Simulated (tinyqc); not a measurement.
# Thin-film transistor with exponential tail and deep states, accumulation layer: effect of the gate capacitance

An undoped film in accumulation, thicker than the space-charge layer. With band bending psi the Fermi level lies E0 - psi below the band edge. Free electrons n = n0 exp(psi/Vt) carry the current; electrons in two exponential distributions of traps, a = a0 exp(psi/Va) and d = d0 exp(psi/Vp), do not. Linear regime, ohmic contacts, traps in equilibrium.

Va = kB Tt/q, Vp = kB Td/q; n0 = Nc exp(-E0/Vt), a0 = Nt th(T/Tt) exp(-E0/Va), d0 = Nd th(T/Td) exp(-E0/Vp), th(x) = pi x/sin(pi x). G(psi) = sum over the three kinds of c0 [V (exp(psi/V) - 1) - psi], field F = sqrt(2 q G/(eps0 eps_r)); Vg = psi + eps0 eps_r F/Ci at the surface. Total charge Q = Ci (Vg - psi_s); free charge Qf = q times the integral of n0 (exp(psi/Vt) - 1)/F over psi from 0 to psi_s; I = (W/L) mb Qf Vd; effective mobility mb Qf/Q.

Inputs (values chosen for the exercise); values close to those of amorphous silicon:
```
symbol   value        unit                                        meaning
T          270           K                                    temperature
eps_r     11.8                 relative permittivity of the semiconductor
Nc      6.2e19       cm^-3                     density of extended states
mb         8.4  cm^2/(V s)                                  band mobility
Nt      5.6e19       cm^-3                   total density of tail states
Tt         360           K         characteristic temperature of the tail
Nd      5.7e17       cm^-3                   total density of deep states
Td        1170           K  characteristic temperature of the deep states
E0        0.63          eV           bulk Fermi level below the band edge
WL           5                                                  ratio W/L
Vd         0.2           V                                  drain voltage
Vg         7.8           V                   gate voltage above flat band
```

Constants: q = 1.602176634e-19 C, kB = 1.380649e-23 J/K, Vt = kB T/q, eps0 = 8.8541878128e-14 F/cm where lengths are in cm. Results are converted to the units shown.

Results:

| Ci (nF/cm^2) | E0 - psi_s (eV) | Q (nC/cm^2) | free share (%) | effective mobility (cm^2/(V s)) | I (nA) |
|---|---|---|---|---|---|
| 4 | 0.3097 | 29.92 | 0.05291 | 0.004444 | 0.1330 |
| 6.3 | 0.2502 | 46.75 | 0.2876 | 0.02416 | 1.129 |
| 9.9 | 0.2041 | 73.00 | 0.9008 | 0.07566 | 5.524 |
| 15 | 0.1699 | 110.1 | 1.825 | 0.1533 | 16.88 |
| 24 | 0.1361 | 175.3 | 3.248 | 0.2728 | 47.84 |
| 60 | 0.07701 | 434.8 | 7.191 | 0.6040 | 262.7 |

Estimate the missing row, Ci = 38 nF/cm^2.

Computed row:

| Ci (nF/cm^2) | E0 - psi_s (eV) | Q (nC/cm^2) | free share (%) | effective mobility (cm^2/(V s)) | I (nA) |
|---|---|---|---|---|---|
| 38 | 0.1057 | 276.5 | 5.020 | 0.4217 | 116.6 |

With this row back in the table: As Ci goes from 4 to 60 nF/cm^2, the free share rises from 0.0529 to 7.19 %, the distance of the Fermi level from the edge falls from 0.310 to 0.0770 eV and the current rises from 0.133 to 263 nA. For Ci = 15 to 60 nF/cm^2 the th form, which assumes a Fermi level far below the edge, overcounts the filled tail at the surface by more than 15 %.

Numbers from tinyqc (`OMP_NUM_THREADS=1 python tinyqc.py 2610015 2610016 out.jsonl`; about 0.02 s on one thread of a shared Intel Xeon 2.30GHz).
